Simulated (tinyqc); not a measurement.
# Collinear exchange A + BC -> AB + C on a London-Eyring-Polanyi-Sato surface: saddle, string of images and rate, step by step

A worked calculation. Computed by tinyqc, a small Python program that keeps every step. Command: `OMP_NUM_THREADS=1 python tinyqc.py 3113828 3113829 out.jsonl leps walk`. One thread of a shared host (Intel(R) Xeon(R) Processor @ 2.30GHz), about 0.04 s of CPU time with the checks. Intermediate numbers are printed to about 6 digits and carried at full precision; extremes and crossings named in words are read from the listed rows.

x = r(AB), y = r(BC), r(AC) = x + y. V is counted from separated atoms, the barrier from A + BC, that is V + D(BC).

Inputs (values chosen for the exercise, for a model exchange): D(AB) = 3.06 eV; r0(AB) = 1.22 angstrom; beta(AB) = 1.69 1/angstrom; D(BC) = 4.08 eV; r0(BC) = 0.935 angstrom; beta(BC) = 1.89 1/angstrom; D(AC) = 3.38 eV; r0(AC) = 1.04 angstrom; beta(AC) = 1.86 1/angstrom; Sato parameter S = 0.07; mass of A = 1.008 u; mass of B = 19 u; mass of C = 28.09 u; temperature T = 1200 K; step of the string = 0.02 angstrom^2/eV.

Constants: nu for 1 eV/(angstrom^2 u) = 15.6333042 THz; h x 1 THz = 4.135667696 meV; k_B = 1.380649e-23 J/K; u = 1.6605390666e-27 kg; k_B = 8.617333262e-05 eV/K.

## One point of the surface

For each pair, with u = exp(-beta (r - r0)): Q = D [(3 + S) u^2 - (2 + 6 S) u]/(4 (1 + S)), J = D [(1 + 3 S) u^2 - (6 + 2 S) u]/(4 (1 + S)); V = Q1 + Q2 + Q3 - sqrt(((J1 - J2)^2 + (J2 - J3)^2 + (J3 - J1)^2)/2). Take x = r0(AB) + 0.3 and y = r0(BC) + 0.1 angstrom.

Pair terms:
```
pair         u     Q (eV)    J (eV)
AB    0.602300  -0.245856  -2.33016
BC    0.827787   0.095722  -4.05472
AC    0.059731  -0.105504  -0.28622
```

V = -3.52316 eV

## Relaxing the string

String of 9 images between the fixed ends (r0(AB) + 2, r0(BC)) and (r0(AB), r0(BC) + 2), started on the two straight legs through (r0(AB) + 0.3, r0(BC) + 0.3): each iteration moves the inner images by -step x gradient (central differences) and spaces them evenly again along the broken line (coordinates are kept between 0.2 and 8 angstrom); stop when no coordinate changes by more than 1e-5 angstrom, at most 400 iterations.

Course:
```
iteration  highest inner image above A + BC (eV)  largest move (angstrom)
1                                        1.27527              5.63195e-02
2                                        1.23487              4.75376e-02
3                                        1.20387              3.58726e-02
4                                        1.18103              2.44635e-02
5                                        1.16481              1.71427e-02
6                                        1.15370              1.43051e-02
7                                        1.14635              1.17054e-02
...                                          ...                      ...
31                                       1.13423              4.13494e-05
32                                       1.13423              3.22651e-05
33                                       1.13423              2.51320e-05
34                                       1.13423              1.95435e-05
35                                       1.13423              1.51744e-05
36                                       1.13423              1.17650e-05
37                                       1.13423              9.10941e-06
```

Images at the end:
```
image  x (angstrom)  y (angstrom)  V + D(BC) (eV)
0           3.22000       0.93500         0.01800
1           2.76423       0.93570         0.04079
2           2.30847       0.93798         0.09663
3           1.85388       0.95661         0.24806
4           1.45250       1.15504         0.77793
5           1.26220       1.56910         1.13423
6           1.22702       2.02351         1.09605
7           1.22134       2.47923         1.05540
8           1.22000       2.93500         1.03543
```

last move = 9.10941e-06 angstrom

Converged in 37 iterations.

## Saddle by Newton steps

From the highest inner image, z -> z - H^-1 g with gradient g and Hessian H by central differences, steps capped at 0.15 angstrom, 12 steps.

The first seven points:
```
step        x        y  V + D(BC) (eV)  |g| (eV/angstrom)
0     1.26220  1.56910         1.13423        5.38649e-02
1     1.25542  1.60507         1.13529        9.82221e-03
2     1.25517  1.61049         1.13530        1.44186e-04
3     1.25516  1.61057         1.13530        2.97514e-08
4     1.25516  1.61057         1.13530                  0
5     1.25516  1.61057         1.13530                  0
6     1.25516  1.61057         1.13530                  0
```

saddle (x, y) (angstrom): [1.25516, 1.61057]

barrier = 1.13530 eV

Hessian (eV/angstrom^2), rows x, y:
```
[[13.6141, 2.1621],
 [2.1621, -0.7834]]
```

The highest image lies 1.1 meV below the saddle. Stretches at the saddle: AB 0.035, BC 0.676 angstrom, for a reaction energy D(BC) - D(AB) = +1.02 eV: a late barrier for an endothermic step.

## Frequencies at the saddle

Wilson matrix G = [[1/m_A + 1/m_B, -1/m_B], [-1/m_B, 1/m_B + 1/m_C]]; eigenvalues lambda of G H give nu = 15.6333042 THz x sqrt(|lambda|), the negative one being imaginary. Reactant: nu_BC from k = 2 D beta^2 and 1/m_B + 1/m_C. Skew angle: cos = sqrt(m_A m_C/((m_A + m_B)(m_B + m_C))).

imaginary frequency = 4.88902 THz

real frequency at the saddle = 58.5440 THz

nu_BC = 25.0709 THz

skew angle = 80.0170 degrees

## Transition-state rate

One-dimensional rate constant without tunnelling, k = sqrt(k_B T/(2 pi mu)) [sinh(h nu_BC/(2 k_B T))/sinh(h nu_s/(2 k_B T))] exp(-barrier/(k_B T)) with mu = m_A (m_B + m_C)/(m_A + m_B + m_C); Wigner factor 1 + (h nu_i/(k_B T))^2/24; adiabatic barrier = barrier + h (nu_s - nu_BC)/2.

adiabatic barrier = 1.20452 eV

rate constant k = 0.776137 cm/s

Wigner factor = 1.00159

## Rate against temperature

The formulas are those given above.

Rates; the last column is k_B T^2 d ln k/dT:
```
T (K)     k (cm/s)  Wigner factor  activation energy (eV)
300    3.62544e-16        1.02549                 1.21555
400    4.64378e-11        1.01434                 1.21658
550    7.03992e-07        1.00758                 1.21659
750    6.60897e-04        1.00408                 1.21660
1000   7.33046e-02        1.00229                 1.21864
1400   4.20968e+00        1.00117                 1.22630
2000   9.04596e+01        1.00057                 1.24376
```

The activation energy goes from 1.216 eV at 300 K, near the adiabatic barrier plus k_B T/2 (1.217), to 1.244 eV at 2000 K; the classical limit is the barrier plus k_B T/2 (1.221).

Checks made by the program: V for A far away against -D(BC) (relative difference below 1e-10).
